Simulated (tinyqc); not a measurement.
Worked calculation: exchange-only LDA atom on a uniform radial grid, spin-unpolarised, for Be. Computed by tinyqc, a small Python program that keeps every step. Settings: Z = 4, points = 64, R = 10.8, functional = Slater exchange alone, mixing = 0.4, iteration cap = 77. Command: `OMP_NUM_THREADS=1 python tinyqc.py 26760 26761 out.jsonl` (the two numbers bound the seeds that draw the settings). One thread of a shared host (Intel(R) Xeon(R) Processor @ 2.60GHz), about 0.04 s of CPU time with the checks. Later iterations appear only in the table of the cycle.

## Iteration 1

Spherical atom on a uniform radial grid r_j = j h with h = R/(N + 1), h sum u^2 = 1 and integrals as h times sums, u(0) = u(R) = 0 (atomic units):
```
parameter            value
Z                        4
points N                64
R                10.800000
h                 0.166154
mixing            0.400000
electrons in 1s          2
electrons in 2s          2
```

Three-point differences turn -u''/2 + [l(l+1)/2r^2 - Z/r + V] u = e u into a tridiagonal matrix (diagonal 1/h^2 + potential, off-diagonal -1/2h^2). D = sum f u^2; the Hartree potential y/r solves y'' = -D/r with y(0) = 0, y(R) = N_e; v_xc comes from rho = D/(4 pi r^2); E = sum f e - int D V + int D (V_H/2 + eps_xc); V(new) = V + mixing (V_H + v_xc - V).

eigenvalues (hartree): 1s -7.270368, 2s -1.947639

Every 4th grid point:
```
r              V in     u(1s)      u(2s)         D       V_H       v_xc
0.664615   0.000000  0.801583  -0.273329  1.434489  4.431157  -0.627248
1.329231   0.000000  0.132421  -0.862775  1.523831  2.768266  -0.403180
1.993846   0.000000  0.016407  -0.641057  0.822448  1.973343  -0.250512
2.658462   0.000000  0.001807  -0.336488  0.226455  1.500710  -0.134533
3.323077   0.000000  0.000187  -0.149485  0.044691  1.203276  -0.067500
3.987692   0.000000  0.000018  -0.060151  0.007236  1.003043  -0.032579
4.652308   0.000000  1.78e-06  -0.022664  0.001027  0.859784  -0.015336
5.316923   0.000000  1.68e-07  -0.008148  0.000133  0.752314  -0.007093
5.981538   0.000000  1.56e-08  -0.002828  0.000016  0.668724  -0.003239
6.646154   0.000000  1.43e-09  -0.000955  1.82e-06  0.601852  -0.001464
7.310769   0.000000  1.30e-10  -0.000316  1.99e-07  0.547138  -0.000657
7.975385   0.000000  1.17e-11  -0.000102  2.10e-08  0.501543  -0.000293
8.640000   0.000000         0  -0.000033  2.14e-09  0.462963  -0.000130
9.304615   0.000000         0  -0.000010  2.11e-10  0.429894  -0.000057
9.969231   0.000000         0  -3.05e-06  1.86e-11  0.401235  -0.000024
10.633846  0.000000         0  -4.43e-07         0  0.376157   0.000000
```

total energy = -11.87580053 hartree

## Iteration 2

As before.

eigenvalues (hartree): 1s -5.273472, 2s -1.041464

Every 4th grid point:
```
r              V in     u(1s)      u(2s)         D       V_H       v_xc
0.664615   1.521563  0.847836  -0.131131  1.472043  4.175005  -0.632675
1.329231   0.946034  0.175692  -0.737399  1.149249  2.629246  -0.366993
1.993846   0.689132  0.028467  -0.710583  1.011478  1.925895  -0.268397
2.658462   0.546471  0.004185  -0.486136  0.472692  1.488809  -0.171933
3.323077   0.454311  0.000584  -0.284365  0.161728  1.200748  -0.103631
3.987692   0.388185  0.000079  -0.152086  0.046260  1.002555  -0.060466
4.652308   0.337779  0.000010  -0.076785  0.011792  0.859695  -0.034594
5.316923   0.298088  1.36e-06  -0.037244  0.002774  0.752299  -0.019537
5.981538   0.266194  1.75e-07  -0.017539  0.000615  0.668722  -0.010933
6.646154   0.240155  2.24e-08  -0.008074  0.000130  0.601851  -0.006076
7.310769   0.218593  2.84e-09  -0.003650  0.000027  0.547138  -0.003358
7.975385   0.200500  3.57e-10  -0.001625  0.000005  0.501543  -0.001848
8.640000   0.185133  4.48e-11  -0.000713  1.02e-06  0.462963  -0.001011
9.304615   0.171935         0  -0.000305  1.86e-07  0.429894  -0.000546
9.969231   0.160484         0  -0.000118  2.80e-08  0.401235  -0.000278
10.633846  0.150463         0  -0.000020  7.93e-10  0.376157  -0.000081
```

total energy = -12.52660435 hartree

## Convergence

Stop when input and output potentials agree to 1e-7.

Course of the cycle (hartree):
```
iteration             E      e(1s)      e(2s)  largest |V(out) - V(in)|
1          -11.87580053  -7.270368  -1.947639                  6.37e+00
2          -12.52660435  -5.273472  -1.041464                  3.24e+00
3          -12.75097544  -4.252284  -0.600075                  1.59e+00
4          -12.82077805  -3.742923  -0.382603                  7.51e-01
5          -12.84019492  -3.496040  -0.274449                  3.44e-01
6          -12.84503157  -3.379568  -0.220240                  1.54e-01
7          -12.84613705  -3.325694  -0.192807                  6.97e-02
8          -12.84637697  -3.301035  -0.178741                  3.25e-02
9          -12.84642789  -3.289779  -0.171412                  1.53e-02
10         -12.84643871  -3.284624  -0.167526                  7.29e-03
11         -12.84644105  -3.282243  -0.165430                  3.62e-03
...                 ...        ...        ...                       ...
21         -12.84644174  -3.280085  -0.162806                  1.32e-05
22         -12.84644174  -3.280083  -0.162801                  7.84e-06
23         -12.84644174  -3.280082  -0.162799                  4.66e-06
24         -12.84644174  -3.280081  -0.162797                  2.77e-06
25         -12.84644174  -3.280081  -0.162796                  1.65e-06
26         -12.84644174  -3.280081  -0.162795                  9.87e-07
27         -12.84644174  -3.280080  -0.162795                  5.92e-07
28         -12.84644174  -3.280080  -0.162795                  3.55e-07
29         -12.84644174  -3.280080  -0.162795                  2.13e-07
30         -12.84644174  -3.280080  -0.162795                  1.27e-07
31         -12.84644174  -3.280080  -0.162795                  7.64e-08
```

Converged in 31 iterations. A uniform grid resolves the cusp poorly: for a bare nucleus this grid gives 1s at -7.27037 against -Z^2/2 = -8 hartree. Before convergence this energy mixes input and output and is not variational, so it may rise towards its limit.
